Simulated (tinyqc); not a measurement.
# Inductance and parasitic capacitance from two readings

Problem. A loss-free coil L in parallel with C shows the apparent inductance L/(1 - w^2 L C), w = 2 pi f. Find L, C and the self-resonance 1/(2 pi sqrt(L C)).

apparent inductance at 6.3 and 9.9 GHz (nH): 4.7810007  8.3774292

Solution. The inverse of the reading is 1/L - w^2 C, a straight line in w^2.

L = 3.70 nH
C = 39.0 fF
self-resonance = 13.2 GHz

tinyqc, about 0.01 s, one thread, Intel Xeon 2.30GHz (shared host): `OMP_NUM_THREADS=1 python tinyqc.py 2302116 2302117 out.jsonl`
